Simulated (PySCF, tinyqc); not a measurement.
Worked calculation: G0W0 on RHF in the sto-6g basis, for B+, spin multiplicity 1. The lowest restricted solution is unstable here: a spin-polarised one lies 0.0000 hartree lower (PySCF). One step of it, computed by the program tinyqc.

Task: G0W0 on Hartree-Fock: LUMO. W(p,q,m) = sqrt2 sum_ia (pq|ia) (X+Y)_ia,m; Sigma_c(x) = sum_(i,m) W^2/(x - e_i + w_m) + sum_(a,m) W^2/(x - e_a - w_m); solve x = e_p + Sigma_c(x) by Newton steps; Z = 1/(1 - dSigma/dx); 1 hartree = 27.211386 eV.

orbital energies (hartree): MO1 -8.081781, MO2 -0.848596, MO3 -0.203732, MO4 -0.203732, MO5 -0.203732

Two-electron integrals over orbitals (pq|rs), unique and non-zero (hartree):
```
(11|11) 2.908459    (21|11) -0.331581   (21|21) 0.061613    (22|11) 0.754173
(22|21) -0.019824   (22|22) 0.527884    (31|31) 0.021792    (32|31) 0.027394
(32|32) 0.112848    (33|11) 0.743200    (33|21) -0.010972   (33|22) 0.534729
(33|33) 0.587109    (41|41) 0.021792    (42|41) 0.027394    (42|42) 0.112848
(43|43) 0.031641    (44|11) 0.743200    (44|21) -0.010972   (44|22) 0.534729
(44|33) 0.523827    (44|44) 0.587109    (51|51) 0.021792    (52|51) 0.027394
(52|52) 0.112848    (53|53) 0.031641    (54|54) 0.031641    (55|11) 0.743200
(55|21) -0.010972   (55|22) 0.534729    (55|33) 0.523827    (55|44) 0.523827
(55|55) 0.587109
```

excitation energies w (hartree): 0.840210  0.840210  0.840210  7.921575  7.921575  7.921575

X + Y:
```
             1          2          3         4         5          6
1>3   0.000035  -0.012189   0.000000  0.997241  0.000000   0.000000
1>4  -0.012189  -0.000035   0.000018  0.000000  0.945572  -0.316833
1>5  -0.000018   0.000000  -0.012189  0.000000  0.316833   0.945572
2>3  -0.002539   0.876062   0.000003  0.001136  0.000000   0.000000
2>4   0.876061   0.002539  -0.001305  0.000000  0.001077  -0.000361
2>5   0.001305   0.000001   0.876065  0.000000  0.000361   0.001077
```

Give: The 12 largest terms at x = e_p; Newton steps; quasiparticle energy of the LUMO; Hartree-Fock value.

Result:

The 12 largest terms at x = e_p (hartree; W for the signs of X + Y given):
```
q  m          W      term
2  2     0.1393    0.0131
2  4     0.0388  1.76e-04
1  2     0.0336  1.29e-04
1  4     0.0308  6.00e-05
2  1  -4.04e-04  1.10e-07
1  1  -9.73e-05  1.09e-09
```

Newton steps (hartree):
```
step        x  Sigma_c(x)       Z
0     -0.2037      0.0134  0.9912
1     -0.1904      0.0133  0.9914
2     -0.1904      0.0133  0.9914
```

quasiparticle energy of the LUMO = -5.1813 eV

Hartree-Fock value = -5.5438 eV
